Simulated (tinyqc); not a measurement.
Planar ballistic transistor, top-of-the-barrier model: effect of the effective mass.

At the top of the source barrier, states moving towards the drain are filled by the source (Fermi level 0) and states moving back by the drain (Fermi level -q Vd); nothing scatters. U is the shift of the band edge there, set by the capacitances CG, CD and CS (the total) and by the charge. Parabolic two-dimensional band; the source is grounded.

N0 = gv m kB T/(pi hbar^2), CG = eps0 eox/tox, vT = sqrt(2 kB T/(pi m)), CS = CG/aG, n0 = n at U = 0 and Vd = 0. eta1 = -(E0 + U)/Vt, eta2 = eta1 - Vd/Vt, n = (N0/2)[F_0(eta1) + F_0(eta2)], F_0(x) = ln(1 + exp x). U = UL + q (n - n0)/CS with UL = -(aG Vg + aD Vd), energies in eV. I = q (N0/2) vT [F_(1/2)(eta1) - F_(1/2)(eta2)] per width, F_(1/2)(x) = (2/sqrt(pi)) int_0^infinity u^(1/2)/(1 + exp(u - x)) du. CQ = (q/Vt) dn/d(eta1). E0 is held fixed.

Inputs (values chosen for the exercise); mass and valleys close to those of a monolayer dichalcogenide: temperature T = 250 K; valley degeneracy gv = 2; relative permittivity of the gate insulator eox = 22; insulator thickness tox = 3 nm; gate control CG/CS aG = 0.86; drain control CD/CS aD = 0.03; band edge at the barrier top above the source Fermi level at zero bias E0 = 0.25 eV; gate voltage Vg = 0.4 V; drain voltage Vd = 0.4 V.

Constants: q = 1.602176634e-19 C, kB = 1.380649e-23 J/K, hbar = 1.054571817e-34 J s, m0 = 9.1093837015e-31 kg, Vt = kB T/q, eps0 = 8.8541878128e-14 F/cm where lengths are in cm. Results are converted to the units shown.

Results:

| m (m0) | eta1 | n (cm^-2) | I (uA/um) | mean velocity I/(q n) (cm/s) | CQ/CS |
|---|---|---|---|---|---|
| 0.02 | 4.1771 | 7.5456e11 | 691.36 | 5.7188e7 | 0.17461 |
| 0.032 | 3.8283 | 1.1087e12 | 777.90 | 4.3794e7 | 0.27763 |
| 0.05 | 3.3992 | 1.5443e12 | 832.19 | 3.3634e7 | 0.42890 |
| 0.13 | 2.2314 | 2.7298e12 | 810.31 | 1.8527e7 | 1.0406 |
| 0.2 | 1.6635 | 3.3064e12 | 745.81 | 1.4079e7 | 1.4905 |
| 0.32 | 1.0631 | 3.9159e12 | 657.51 | 1.0480e7 | 2.1084 |
| 0.5 | 0.52731 | 4.4599e12 | 570.62 | 7.9856e6 | 2.7873 |
| 0.8 | 0.0010786 | 4.9942e12 | 485.05 | 6.0620e6 | 3.5477 |

Estimate the missing row, m = 0.08 m0.

Computed row:

| m (m0) | eta1 | n (cm^-2) | I (uA/um) | mean velocity I/(q n) (cm/s) | CQ/CS |
|---|---|---|---|---|---|
| 0.08 | 2.8556 | 2.0961e12 | 845.98 | 2.5190e7 | 0.67059 |

With this row back in the table: As m goes from 0.02 to 0.8 m0, n rises from 7.55e11 to 4.99e12 cm^-2, the mean velocity falls from 5.72e7 to 6.06e6 cm/s and the current goes from 691 through a maximum of 846 (at m = 0.08 m0 among the rows listed) to 485 uA/um. CQ/CS goes from 0.17 to 3.5. A light mass gives fast carriers but too few states, a heavy one charge but slow carriers, hence the maximum between.

tinyqc, about 0.01 s, one thread, Intel Xeon 2.30GHz (shared host): `OMP_NUM_THREADS=1 python tinyqc.py 2400001 2400002 out.jsonl`
